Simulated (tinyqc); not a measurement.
## One-dimensional ballistic tunnel FET, two-band WKB: effect of the band gap with the mass tied to it

A p-type source for x < 0 with its Fermi level at 0 and its valence edge at ds; in the channel the bands fall as D exp(-x/lam) towards their flat values, with the conduction edge at Ec = ds - dP and D = dP + Eg. The gate moves dP one to one. The drain Fermi level lies at -Vd and the drain side reflects nothing. For w = E - Ec between 0 and dP an electron crosses the gap. Two-band dispersion with equal masses m: inside the gap kappa = sqrt(m u (1 - u/Eg)/C), u the distance from a band edge, C = hbar^2/(2 m0).

The mass follows the gap, m = 0.06 Eg/0.656 eV. S(w) = 2 lam int_0^Eg kappa(u) du/(w + Eg - u) = 2 pi lam sqrt(m/(C Eg)) [w + Eg/2 - sqrt(w (w + Eg))], T(w) = exp(-S). I = g (2 q^2/h) int_0^dP T(w) [f(E) - f(E + Vd)] dw, E = ds - dP + w, f(x) = 1/(1 + exp(x/Vt)). Swing = d(dP)/d(log10 I).

Inputs (values chosen for the exercise); band and dielectric values close to those of germanium:
- T = 200 K (temperature)
- lam = 3.1 nm (screening length of the source junction)
- ds = 0.14 eV (source valence edge above the source Fermi level)
- Vd = 0.3 V (drain bias)
- g = 1 (number of degenerate subbands (spin apart))
- dP = 0.29 eV (tunnelling window Ev(source) - Ec(channel))

Constants: q = 1.602176634e-19 C, kB = 1.380649e-23 J/K, hbar = 1.054571817e-34 J s, h = 6.62607015e-34 J s, m0 = 9.1093837015e-31 kg, Vt = kB T/q, hbar^2/(2 m0) = 0.0380998212 eV nm^2. Results are converted to the units shown.

Results:
```
Eg (eV)	T(w = dP)	I (uA)	swing (mV/decade)
0.2	0.6747	4.277	240.8
0.37	0.3224	1.165	187.0
0.54	0.1232	0.2705	154.6
0.89	0.01081	0.01003	117.0
1.06	0.002840	0.001842	105.7
1.23	6.924e-4	3.235e-4	96.94
1.4	1.585e-4	5.471e-5	89.89
```

Estimate the missing row, Eg = 0.71 eV.

Computed row:
```
Eg (eV)	T(w = dP)	I (uA)	swing (mV/decade)
0.71	0.04021	0.05673	133.1
```

With this row back in the table: T(w = dP) falls from 0.675 to 1.59e-4 and I falls from 4.28 to 5.47e-5 uA; the swing falls from 241 to 89.9 mV/decade. With m/Eg fixed, S depends on the gap only through w + Eg/2 - sqrt(w (w + Eg)). For Eg = 0.2, 0.37 S at w = dP is below 2, where a WKB prefactor of 1 is a rough guess.

Range of the model: The two-band model describes a direct gap; phonon-assisted tunnelling across an indirect gap is left out.

Program tinyqc, `OMP_NUM_THREADS=1 python tinyqc.py 2620131 2620132 out.jsonl`; Intel Xeon 2.30GHz, shared host, one thread, about 0.01 s.
